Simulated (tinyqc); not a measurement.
# CMOS latch-up, two-transistor model, step by step

Numbers from tinyqc (`OMP_NUM_THREADS=1 python tinyqc.py 2670028 2670029 out.jsonl`; about 0.04 s on one thread of a shared Intel Xeon 2.30GHz). Printed values are rounded.

A parasitic pnp (emitter at Vdd, base shunted by Rw) and npn (emitter at ground, base shunted by Rs) feed each other: the npn collector current flows out of the pnp base node, the pnp collector current into the npn base node. Forward-active transistors with constant gains: Icn = Isn exp(Vn/Vt), Icp = Isp (exp(Vp/Vt) - 1). A current Ii is injected into the npn base node.

Values chosen for this exercise; values close to those of bulk CMOS: temperature T = 300 K; current gain of the npn bn = 4.9; current gain of the pnp bp = 1.7; saturation current of the npn at T Isn = 4e-15 A; saturation current of the pnp at T Isp = 3.5e-15 A; substrate resistance shunting the npn Rs = 1400 ohm; well resistance shunting the pnp Rw = 1100 ohm; resistance from the pnp collector to the npn base R2 = 25 ohm; base-emitter voltage in the on state Von = 0.71 V; saturation voltage Vsat = 0.16 V; supply voltage Vdd = 2.5 V; current injected into the substrate Ii = 0.48 mA.

Constants: q = 1.602176634e-19 C, kB = 1.380649e-23 J/K, Vt = kB T/q. Results are converted to the units shown.

## Holding current and voltage

On state with both base-emitter voltages at Von: npn base current Ib = (Von/Rs + bp Von/Rw)/(bn bp - 1), holding current Ih = (bn + 1) Ib + Von/Rs, holding voltage Vh = Vsat + Von + R2 (Ib + Von/Rs).

bn bp = 8.33
Ib = 0.2188834 mA
Ih = 1.798555 mA
Vh = 0.8881507 V

Vh is below Vdd = 2.5 V, so the supply can sustain a latched state.

## The off branch

Vn, point 0 to 7 (V): [0.461, 0.541, 0.591, 0.621, 0.641, 0.661, 0.676, 0.691]

Node equations: Vp/Rw + Icp/bp = Icn and Vn/Rs + Icn/bn = Icp + Ii. Loop gain G = gn gp/[(1/Rw + gp/bp)(1/Rs + gn/bn)], gn = Icn/Vt, gp = (Icp + Isp)/Vt; the off state ends where G = 1, and Ii there is the trigger current. For each Vn: Icn, then Vp from the first equation, then Ii from the second.

```
point   Icn (mA)     Vp (V)    Icp (mA)   Ii (mA)           G
0      2.2208e-4  2.4429e-4  3.3231e-14   0.32933  1.8037e-12
1      0.0049030  0.0053933  8.1192e-13   0.38743  4.6211e-11
2       0.033917   0.037309  1.1320e-11   0.42906  8.4243e-10
3        0.10824    0.11907  3.4670e-10   0.46566   3.9770e-8
4        0.23463    0.25809   7.5830e-8   0.50574   1.1411e-5
5        0.50859    0.55473   0.0072971   0.56864      1.0921
6        0.90857    0.66488     0.51704   0.15124      7.0322
7         1.6231    0.69541      1.6846  -0.85975      7.7074
```

Ii peaks at 0.5687 mA, at Vn = 0.6609 V where G = 1; beyond it the loop feeds itself.

## Iteration 1: response to the injected current, once round the loop per iteration

Vn at the start = 0.51 V

Icn = Isn exp(Vn/Vt); Vp solves Vp/Rw + Icp/bp = Icn; Vn(new) solves Vn/Rs + (Isn/bn) exp(Vn/Vt) = Icp + Ii.

Icn = 0.001478029 mA
Vp = 0.001625832 V
Icp = 2.271838e-13 mA
Vn after iteration 1 = 0.6293245 V

## Iteration 2: response to the injected current, once round the loop per iteration

As before.

Icn = 0.1493642 mA
Vp = 0.1643006 V
Icp = 2.011138e-9 mA
Vn after iteration 2 = 0.6293245 V

## Course of the iteration: response to the injected current, once round the loop per iteration

Stop when Vn changes by less than 1e-9 V, or after 150 iterations. Vn must stay below 1.1 V.

Course of the iteration:
```
iteration     Vn (V)  |change| (V)
1          0.6293245         0.119
2          0.6293245       1.06e-9
3          0.6293245       < 1e-13
```

Converged in 3 iterations. The change falls from 0.12 in the first iteration to below the tolerance in the last. An off state exists, since Ii is below the trigger current, the largest Ii that the node equations allow, 0.5687 mA.
